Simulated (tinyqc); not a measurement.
Energies of the polytypes: polytypes and stacking faults of a tetrahedral semiconductor in an axial Ising model with couplings up to third neighbours. Computed by tinyqc, a small Python program. Command: `OMP_NUM_THREADS=1 python tinyqc.py 3025025 3025026 out.jsonl polytype walk`. One thread of a shared host (Intel(R) Xeon(R) Processor @ 2.30GHz), about 0.01 s of CPU time with the checks.

Each double layer has s = +1 or -1 for the sense of its stacking step; E per pair of atoms = E0 - sum_n J_n <s_i s_(i+n)>, n = 1, 2, 3. Hexagonality h = (1 - <s_i s_(i+1)>)/2.

Inputs (values chosen for the exercise, for a model crystal):
```
quantity    value      unit
J1          -8.08  meV/pair
J2         -0.469  meV/pair
J3           0.05  meV/pair
gap of 3C     3.3        eV
gap of 4H     3.4        eV
```

Method. E - E(3C) = sum_n J_n (1 - C_n), C_n = <s_i s_(i+n)>. The gap is taken linear in h between 3C (h = 0) and 4H (h = 1/2), a rough rule, with a dash beyond.

correlations of the repeat units 3C (+), 2H (+-), 4H (++--), 6H (+++---), 15R (+++--), 8H (++++----), 21R (++++---), 9R (++-):
```
        n = 1     n = 2     n = 3
3C    1.00000   1.00000   1.00000
2H   -1.00000   1.00000  -1.00000
4H    0.00000  -1.00000   0.00000
6H    0.33333  -0.33333  -1.00000
15R   0.20000  -0.60000  -0.60000
8H    0.50000   0.00000  -0.50000
21R   0.42857  -0.14286  -0.71429
9R   -0.33333  -0.33333   1.00000
```

Polytypes:
```
polytype       h  E - E(3C) (meV/pair)  gap by the linear rule (eV)
3C        0.0000                 0.000                       3.3000
2H        1.0000               -16.060                            -
4H        0.5000                -8.968                       3.4000
6H        0.3333                -5.912                       3.3667
15R       0.4000                -7.134                       3.3800
8H        0.2500                -4.434                       3.3500
21R       0.2857                -5.067                       3.3571
9R        0.6667               -11.399                            -
```

E(2H) - E(3C) = -16.06 meV/pair

E(4H) - E(3C) = -8.968 meV/pair

E(6H) - E(3C) = -5.912 meV/pair

What follows from these numbers?

The lowest is 2H, 4.661 meV/pair below 9R. J1/|J2| = -17.23: for J3 = 0 and J2 < 0 the ground state is 2H below -2, 4H between -2 and 2, and 3C above 2; at 2 itself all periods with bands of two or more layers are degenerate.

Extremes, crossings and ranges named in words are read from the listed rows.
